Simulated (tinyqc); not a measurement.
Worked calculation: Wannier function of the lower band of a two-orbital chain. Values are carried at full precision from step to step, so a last printed digit may differ when a step is redone from the rounded ones.

H(k) = [[-d/2 - 2 ta cos k, -t1 - t2 exp(-ik)], [-t1 - t2 exp(ik), d/2 - 2 tb cos k]], k in 1/a, Bloch sums with exp(ikR) and without the positions inside the cell. Mesh k_j = 2 pi j/N. Projection gauge: each lower eigenvector u is multiplied by the phase that makes <trial|u> real and positive (the one-band case of Loewdin orthogonalisation). Wannier amplitudes w(R) = (1/N) sum_k exp(ikR) u(k); hoppings H(R) = (1/N) sum_k exp(-ikR) E(k).

Values chosen for the exercise: d = -1.03 eV (A at -d/2, B at +d/2); t1 = 2.41 eV (A-B in the cell); t2 = 1.25 eV (B to A of the next cell); ta = 0.29 eV (A-A between cells); tb = -0.27 eV (B-B between cells); N = 8 (k points); th = 60 degrees (trial orbital cos(th) A + sin(th) B in cell 0); xb = 0.31 a (position of B (A at 0)); a = 4.8 angstrom (period); kq = 1.96 1/a (point off the mesh).

## Bloch states in the projection gauge

Diagonalise at each mesh point and fix the phase.

Mesh:
```
j  E lower (eV)  E upper (eV)               u_A               u_B  |<trial|u>|
0       -3.6803        3.6403           0.71144           0.70275       0.9643
1       -3.4266        3.3983  0.68483-0.11651i  0.71618+0.06727i       0.9626
2       -2.7633        2.7633  0.60440-0.20375i  0.76115+0.11763i       0.9614
3       -1.9708        1.9991  0.48094-0.19807i  0.84640+0.11435i       0.9735
4       -1.5615        1.6015           0.40017           0.91644       0.9937
5       -1.9708        1.9991  0.48094+0.19807i  0.84640-0.11435i       0.9735
6       -2.7633        2.7633  0.60440+0.20375i  0.76115-0.11763i       0.9614
7       -3.4266        3.3983  0.68483+0.11651i  0.71618-0.06727i       0.9626
```

The projection is smallest at j = 2 and 6 (0.9614); the gauge is smooth as long as it stays away from zero.

## The Wannier function

w(R) = (1/N) sum_j exp(2 pi i j R/N) u_j, for the N cells nearest the origin; it is real.

Amplitudes:
```
R      on A     on B
-3  -0.0018  -0.0010
-2   0.0082   0.0003
-1  -0.0316   0.0118
0    0.5815   0.7833
1    0.1815  -0.1112
2   -0.0325   0.0239
3    0.0075  -0.0064
4   -0.0014   0.0020
```

norm = 1.0000

Cell 0 holds 95.2 % of the weight.

## Centre and spread in real space

Point-like orbitals at R (A) and R + xb (B): centre <x>, spread <x^2> - <x>^2.

centre in units of a = 0.242
centre in angstrom = 1.161
spread = 1.483 angstrom^2

## The same from overlaps (Marzari-Vanderbilt)

b = 2 pi/N; M_j = u_j^+ diag(1, exp(-i b xb)) u_(j+1), with u_N = u_0. Centre = -(1/2 pi) sum arg M_j; gauge-invariant part Omega_I = (1/(N b^2)) sum (1 - |M_j|^2); gauge-dependent part Omega_D = (1/(N b^2)) sum (arg M_j + b centre)^2.

Overlaps:
```
j   |M_j|  arg M_j (rad)
0  0.9997        -0.1591
1  0.9970        -0.1717
2  0.9853        -0.1966
3  0.9435        -0.2238
4  0.9435        -0.2238
5  0.9853        -0.1966
6  0.9970        -0.1717
7  0.9997        -0.1591
```

centre from overlaps = 0.239 a
Omega_I = 0.0590 a^2
Omega_D = 0.0010 a^2

The centre is the Berry phase over 2 pi and does not depend on the trial orbital (modulo a). Omega_D is 1.7 % of the total; in one dimension a gauge that spreads the phase evenly removes it. The total is 0.0600 a^2, against 0.0645 a^2 (centre 0.242 a) in real space on 96 cells.

## Hoppings and interpolation

H(R) = (1/N) sum_j E_j cos(2 pi j R/N) for R = 0 to N/2. Interpolation: E(k) = H(0) + 2 sum H(R) cos(kR), the term R = N/2 of an even mesh counted once.

H(0), H(1), ... (eV): -2.6954  -0.5222  0.0356  -0.0075  0.0033

interpolated E(kq) = -2.3636 eV

The exact value is -2.3617 eV; the interpolation is off by -1.8 meV. Though the chain has short hoppings, the single band has longer ones, made by paths through the other orbital, which the tails of the Wannier function carry.

## Checks

- Centre from overlaps against the real-space centre on 200 points: both 0.2419.
- Omega_I + Omega_D against the real-space spread on 200 points: both 0.0645.

Computed by tinyqc, a small Python program: `OMP_NUM_THREADS=1 python tinyqc.py 1450775 1450776 out.jsonl` (the numbers bound the seed that draws the inputs); one thread of a shared host (Intel(R) Xeon(R) Processor @ 2.30GHz), about 0.1 s for the whole set of steps.
